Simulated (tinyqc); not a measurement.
Non-radiative capture by multiphonon emission, one effective mode: one step, computed by the program tinyqc.

The initial state (free carrier plus empty centre) lies dE above the final state; both have the same frequency and are displaced by dQ.

Problem. Geometry of the two curves. dQ = sqrt(2 S (hbar^2/u)/hbar omega); relaxation energy lambda = S hbar omega; phonons needed P = dE/hbar omega; classical barrier E_b = (dE - lambda)^2/(4 lambda); occupation n = 1/(exp(hbar omega/k_B T) - 1).

Inputs (values chosen for the exercise, with mass, screening and phonons like those of diamond):

| quantity | value | unit |
|---|---|---|
| energy released dE | 1.88 | eV |
| phonon energy hbar omega | 84.8 | meV |
| Huang-Rhys factor S | 13.7 | - |
| temperature T | 300 | K |

Centre: neutral.

Constants: hbar^2/u = 4.18015928e-03 eV angstrom^2; k_B = 8.617333262e-05 eV/K.

Give: dQ; lambda; P; classical barrier E_b; occupation n.

Solution.

dQ = 1.1622 u^(1/2) angstrom

lambda = 1.16176 eV

P = 22.170

classical barrier E_b = 0.11101 eV

occupation n = 0.039091

dE exceeds lambda: the inverted case usual for deep centres, in which the curves cross on the far side of the initial minimum.
